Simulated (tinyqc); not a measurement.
Temperature: two-band k.p model of the X valleys of a zinc-blende crystal.

k along the valley axis, counted from X, c = hbar^2/2m0, e = c k^2/ml. H = [[e - D/2, i P k], [-i P k, e + D/2]] with P^2 = D0 c/ml, so E = e -/+ sqrt(D^2/4 + D0 e). For D = 0 (diamond lattice) the bands cross at X.

With x = D/D0: for x < 1 the minima lie at k_m = sqrt(ml D0 (1 - x^2)/(4 c)), the hump at X has the height dE = (D0/4)(1 - x)^2 and the mass at the minimum is ml/(1 - x^2); the mass at X is ml/(1 - 1/x), negative for x < 1. For x > 1 the minimum is at X.

Thermal masses along the axis for one X point, lower band, E from the minimum, on 1601 points from -0.8 to 0.8 1/angstrom: density-of-states mass m_d = c I^2/(pi kT), I = integral of exp(-E/kT) dk; conductivity mass m_c = 2 c kT/<(dE/dk)^2> with central differences.

Constants: hbar^2/2m0 = 3.80998211 eV angstrom^2; kB = 8.617333262e-05 eV/K.

Values chosen for the exercise (out of a larger set: of the order of those of cubic SiC; not measured data): D = 3.149 eV (splitting of the two conduction levels at X); D0 = 1.196 eV (coupling energy); ml = 0.425 m0 (mass along the axis from remote bands).

Thermal masses against T.

Results:

| T (K) | kT (meV) | m_d | m_c |
|---|---|---|---|
| 10 | 0.86 | 0.685 | 0.685 |
| 50 | 4.31 | 0.685 | 0.684 |
| 100 | 8.62 | 0.684 | 0.683 |
| 200 | 17.23 | 0.683 | 0.681 |
| 300 | 25.85 | 0.682 | 0.679 |
| 500 | 43.09 | 0.680 | 0.676 |

Give the missing row, T (K) = 20.

Computed row:
```
T (K)  kT (meV)    m_d    m_c
20         1.72  0.685  0.685
```

m_d goes from 0.685 to 0.680 and m_c goes from 0.685 to 0.676. Both start from the edge mass 0.685 and tend to ml = 0.425 for kT far above D0. 

tinyqc: `OMP_NUM_THREADS=1 python tinyqc.py 1850011 1850012 out.jsonl`; about 0.01 s, one thread, shared Intel(R) Xeon(R) Processor @ 2.30GHz.
